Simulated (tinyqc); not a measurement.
## p-n diode with diffusion and depletion-layer recombination: effect of the neutral width of the n side

Abrupt junction in the depletion approximation, low injection, full ionisation, neutral widths fixed, ohmic contact on the p side. Vj is the junction voltage; where a series resistance Rs is given, V = Vj + J Rs is the terminal voltage.

ni = sqrt(Nc Nv) exp(-Eg/(2 Vt)), Eg in volts; D = mu Vt; Ln = sqrt(Dn tn), Lp = sqrt(Dp tp); J0n = q ni^2 Dn coth(wp/Ln)/(Ln Na); J0p = (q ni^2 Dp/(Lp Nd)) (s + tanh(wn/Lp))/(1 + s tanh(wn/Lp)), s = Sp Lp/Dp. J_diff = (J0n + J0p)(exp(Vj/Vt) - 1). Vbi = Vt ln(Na Nd/ni^2), W = sqrt(2 eps0 eps_r (Vbi - Vj)(1/Na + 1/Nd)/q), xp = W Nd/(Na + Nd), xn = W Na/(Na + Nd); u(x) = q Na (x + xp)^2/(2 eps0 eps_r) for x < 0 and Vbi - Vj - q Nd (xn - x)^2/(2 eps0 eps_r) for x > 0; p = Na exp(-u/Vt), n = Nd exp((u - Vbi + Vj)/Vt); U = ni^2 (exp(Vj/Vt) - 1)/(tp (n + ni exp(Et/Vt)) + tn (p + ni exp(-Et/Vt))); J_scr = q times the integral of U from -xp to xn. J = J_diff + J_scr.

Values chosen for this exercise; band and dielectric values those of a made-up semiconductor: temperature T = 293 K; band gap Eg = 4.17 eV; relative permittivity eps_r = 11.4; conduction-band density of states at T Nc = 1.7e18 cm^-3; valence-band density of states at T Nv = 5.19e19 cm^-3; acceptor density Na = 3.1e16 cm^-3; donor density Nd = 6.7e15 cm^-3; electron mobility in the p side mun = 800 cm^2/(V s); hole mobility in the n side mup = 23 cm^2/(V s); electron lifetime tn = 1e-6 s; hole lifetime tp = 5e-7 s; neutral width of the p side wp = 0.54 um; recombination velocity at the n contact Sp = 1e7 cm/s; trap level above the intrinsic level Et = 0 eV; junction voltage at which recombination is evaluated Vj = 2.89 V.

Constants: q = 1.602176634e-19 C, kB = 1.380649e-23 J/K, Vt = kB T/q, eps0 = 8.8541878128e-14 F/cm where lengths are in cm. Results are converted to the units shown.

The same in every row: J0n (A/cm^2) = 3.202e-64; J_scr (A/cm^2) = 2.689e-11.

Effect of the neutral width of the n side:
```
wn (um)	J0p (A/cm^2)	J_diff (A/cm^2)	J_scr/J (%)	wn/Lp
0.2	1.147e-64	2.229e-14	99.92	0.03712
0.6	3.845e-65	1.838e-14	99.93	0.1113
2	1.202e-65	1.703e-14	99.94	0.3712
6	5.300e-66	1.668e-14	99.94	1.113
20	4.273e-66	1.663e-14	99.94	3.712
50	4.268e-66	1.663e-14	99.94	9.279
200	4.268e-66	1.663e-14	99.94	37.12
500	4.268e-66	1.663e-14	99.94	92.79
```

What does the comparison show?

As wn goes from 0.2 to 500, J0p falls from 1.15e-64 to 4.27e-66 A/cm^2, J_scr stays at 2.69e-11 A/cm^2 and its share stays near 99.9 %. J0p goes as wn^(-0.99) between the first two rows and wn^(0.00) between the last two; Lp = 5.39 um divides the short base from the long one.

Program tinyqc, `OMP_NUM_THREADS=1 python tinyqc.py 2260127 2260128 out.jsonl`; Intel Xeon 2.30GHz, shared host, one thread, about 0.01 s.
